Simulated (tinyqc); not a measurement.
# From C11 back to radial spring k1L

Model: Born-von Karman spring model of a cubic crystal with one atom per cell. Computed by tinyqc, a small Python program. Command: `OMP_NUM_THREADS=1 python tinyqc.py 3025399 3025400 out.jsonl springs inv`. One thread of a shared host (Intel(R) Xeon(R) Processor @ 2.30GHz), about 0.1 s of CPU time with the checks.

First neighbours lie at a/2 (1,1,1) (8 of them), second at a (1,0,0) (6), with all permutations and signs; the volume per atom is Omega = a^3/2.

Inputs (values chosen for the exercise, for a model crystal): lattice constant a = 2.81 angstrom; transverse spring k1T = -0.17 eV/angstrom^2; radial spring k2L = 1.6 eV/angstrom^2; transverse spring k2T = 0.04 eV/angstrom^2.

Lattice: bcc.

Constants: 1 eV/angstrom^3 = 160.2176634 GPa.

Method. [ij,kl] = (1/(2 Omega)) sum_R K_ij R_k R_l; C11 = [xx,xx], C44 = [xx,yy], C12 = 2 [xy,xy] - C44; B = (C11 + 2 C12)/3; Zener ratio A = 2 C44/(C11 - C12). K(R) = kL n n^T + kT (1 - n n^T).

Question. A run gave the result below. Find the radial spring k1L, known to lie between 1.6 and 3.9 eV/angstrom^2.

C11 = 249.7343 GPa

Answer.

Each step takes the trial c = (a f_b - b f_a)/(f_b - f_a), f being the result less the target and a, b, c the logarithms of the listed values; c replaces end b, the old b replaces a if the sign of f changed, and otherwise f_a is halved.

Scan of the range:
```
radial spring k1L (eV/angstrom^2)  C11 (GPa)
1.60                                 230.349
1.86                                 240.231
2.15                                 251.255
2.50                                 264.559
2.90                                 279.763
3.36                                 297.248
3.90                                 317.775
```

False position (Illinois rule, in the logarithm of the input) inside the bracket:
```
step    end a    end b    trial  C11 (GPa)
1     1.86000  2.15000  2.10746    249.638
2     2.15000  2.10746  2.10998    249.733
3     2.15000  2.10998  2.11002    249.735
4     2.10998  2.11002  2.11000    249.734
```

C11 rises at every point of a 13-point scan of the range (every second point is shown), so one value fits; it is bracketed by 1.86 and 2.15. The scan shows a straight line, so linear interpolation between any two rows gives the answer at once. Answer: radial spring k1L = 2.110 eV/angstrom^2.
